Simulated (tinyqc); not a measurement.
# Resistance of a source-drain extension with a graded tip: effects of single changes

y runs along the channel, the gate covers y > 0. The doping is N0 for y < y0 and N0 10^(-(y - y0)/la) beyond, uniform over the depth xj. Sheet conductance s(y) = q mu(N) max(N - Nch, 0) xj + (for y > 0) ma Cox Vo, with mu(N) = u0 + (u1 - u0)/(1 + (N/Nr)^au) and Cox = eps0 eox/tox. Current is taken as one-dimensional; depletion of the tip, spreading and the contact are left out. The metallurgical junction lies at yj, where N = Nch.

Inputs (values chosen for the exercise); mobility law close to that of electrons in silicon: relative permittivity of the gate insulator (close to hafnium oxide) eox = 21.5; insulator thickness tox = 3 nm; active doping of the extension far from the gate N0 = 7.4e19 cm^-3; lateral abruptness la = 3.1 nm/decade; depth of the extension xj = 10 nm; channel doping Nch = 5.7e17 cm^-3; spacer length Ls = 13 nm; gate overdrive Vo = 0.78 V; mobility of the gate-induced layer ma = 86 cm^2/(V s); mobility at low doping u1 = 1414 cm^2/(V s); mobility at high doping u0 = 68.5 cm^2/(V s); reference doping Nr = 9.2e16 cm^-3; exponent au = 0.711; gate length Lg = 50 nm.

Constants: q = 1.602176634e-19 C, eps0 = 8.8541878128e-14 F/cm where lengths are in cm. Results are converted to the units shown.

Each table varies one quantity; the others keep the values above.

## Abruptness at a fixed junction position

R_spacer = integral of dy/s from -Ls to 0, R_ov from 0 to yj, R_channel = (Lg - 2 yj)/(ma Cox Vo), R_total = 2 R_spacer + 2 R_ov + R_channel. Electrical length L_eff = ma Cox dR_total/d(1/Vo); R_series = R_total - L_eff/(ma Cox Vo). y0 is moved with la so that yj stays at 7.2514 nm.

The same in every row: yj (nm) = 7.251; R_channel (ohm um) = 83.39.

Abruptness at a fixed junction position:

| la (nm/decade) | R_spacer (ohm um) | R_ov (ohm um) | R_total (ohm um) | L_eff (nm) | R_series (ohm um) |
|---|---|---|---|---|---|
| 1 | 13.82 | 7.375 | 125.8 | 38.91 | 34.38 |
| 2.1 | 13.82 | 9.651 | 130.3 | 41.11 | 33.75 |
| 3.1 | 13.82 | 11.72 | 134.5 | 43.11 | 33.19 |
| 4.2 | 14.72 | 13.64 | 140.1 | 45.09 | 34.20 |
| 5.2 | 18.73 | 14.56 | 150.0 | 46.22 | 41.38 |
| 6.3 | 26.60 | 15.12 | 166.8 | 46.99 | 56.43 |
| 7.3 | 36.46 | 15.44 | 187.2 | 47.45 | 75.70 |
| 8.4 | 49.81 | 15.68 | 214.4 | 47.81 | 102.0 |

As la goes from 1 to 8.4 nm/decade, R_total rises from 126 to 214 ohm um, R_spacer rises from 13.8 to 49.8 ohm um and R_ov rises from 7.38 to 15.7 ohm um. R_total changes on average by 12.0 ohm um for each nm/decade. L_eff exceeds the metallurgical length by 3.41 nm in the first row and 12.3 nm in the last, since the gate also controls the lightly doped tips.

## Effect of the position under the gate where the fall begins

Same model as above.

Effect of the position under the gate where the fall begins:

| y0 (nm) | yj (nm) | R_spacer (ohm um) | R_ov (ohm um) | R_channel (ohm um) | R_total (ohm um) | L_eff (nm) | R_series (ohm um) |
|---|---|---|---|---|---|---|---|
| -6 | 0.5514 | 83.74 | 1.275 | 114.9 | 284.9 | 49.97 | 167.5 |
| -4 | 2.551 | 28.44 | 5.541 | 105.5 | 173.4 | 49.27 | 57.70 |
| -2 | 4.551 | 16.05 | 9.018 | 96.08 | 146.2 | 47.48 | 34.69 |
| 0 | 6.551 | 13.82 | 11.21 | 86.68 | 136.7 | 44.38 | 32.48 |
| 2 | 8.551 | 13.82 | 12.67 | 77.29 | 130.3 | 40.76 | 34.50 |
| 4 | 10.55 | 13.82 | 14.13 | 67.89 | 123.8 | 37.15 | 36.51 |
| 6 | 12.55 | 13.82 | 15.60 | 58.49 | 117.3 | 33.54 | 38.53 |
| 8 | 14.55 | 13.82 | 17.06 | 49.09 | 110.9 | 29.93 | 40.54 |

What does the comparison show?

As y0 goes from -6 to 8, R_total falls from 285 to 111 ohm um, L_eff falls from 50.0 to 29.9 nm and R_series goes from 168 through a minimum of 32.5 (at y0 = 0 among the rows listed) to 40.5 ohm um. More overlap also shortens the channel and adds capacitance, effects on threshold and speed that are left out.

Computed by the program tinyqc: `OMP_NUM_THREADS=1 python tinyqc.py 2282194 2282195 out.jsonl`, one thread of a shared Intel Xeon 2.30GHz, about 0.03 s for the whole run.
